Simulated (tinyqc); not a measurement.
Rapid thermal processing of a wafer: radiative balance, ramp and cooling, pattern effects, pyrometer error and spike budget. Changing the pyrometer wavelength. Computed by tinyqc, a small Python program. Command: `OMP_NUM_THREADS=1 python tinyqc.py 3113670 3113671 out.jsonl rtp sweep`. One thread of a shared host (Intel(R) Xeon(R) Processor @ 2.30GHz), about 0.04 s of CPU time with the checks.

The wafer is opaque and uniform through its thickness unless said otherwise; temperatures in formulas are in kelvin (C + 273.15). sigma = 5.670374419e-12 W/(cm^2 K^4).

Inputs (values chosen for the exercise, modelled on a hot silicon wafer):
```
quantity                              value  unit
process temperature                     852     C
starting temperature                    500     C
error of the assumed emissivity          11     %
activation energy of the process E_a   3.46    eV
```

Constants: h = 6.62607015e-34 J s; c = 299792458 m/s; k_B = 1.380649e-23 J/K; k_B = 8.617333262e-05 eV/K.

Method. Signal proportional to eps/(exp(c2/(lambda T)) - 1), c2 = h c/k_B. If the assumed emissivity is too high by the given error, the reading T' solves (1 + error)/(exp(c2/(lambda T')) - 1) = 1/(exp(c2/(lambda T)) - 1). Wien estimate: T' - T = -lambda T^2 ln(1 + error)/c2. Process rates go as exp(-E_a/(k_B T)).

One run for each value; columns: (1) pyrometer wavelength (micrometre); (2) reading less true temperature (K); (3) Wien estimate (K); (4) c2/(lambda T); (5) rate at T over rate at T', less 1 (%):
```
(1)       (2)      (3)     (4)     (5)
0.6    -5.483   -5.510  21.312   19.09
0.9    -8.204   -8.264  14.208   29.97
1.3   -11.811  -11.937   9.836   46.02
2.0   -18.042  -18.365   6.394   78.88
3.0   -26.538  -27.548   4.262  136.79
4.5   -37.718  -41.321   2.842  244.79
6.7   -50.429  -61.523   1.909  433.59
10.0  -63.421  -91.825   1.279  742.87
```

Over the rows, reading less true temperature (K) falls from -5.48 to -63.4 (exponent d ln y / d ln x 0.99 between the first rows and 0.57 between the last); Wien estimate (K) falls from -5.51 to -91.8 (exponent d ln y / d ln x about 1.0 throughout); c2/(lambda T) falls from 21.3 to 1.28 (exponent d ln y / d ln x about -1.0 throughout). At the low end the exponent of reading less true temperature is 0.99, close to 1: the Wien limit.

Caution (rows 1.30, 2.00, 3.00, 4.50, 6.70, 10.0): below about 600 C lightly doped silicon is partly transparent at this wavelength, so its emissivity is not yet the hot value early in the ramp.
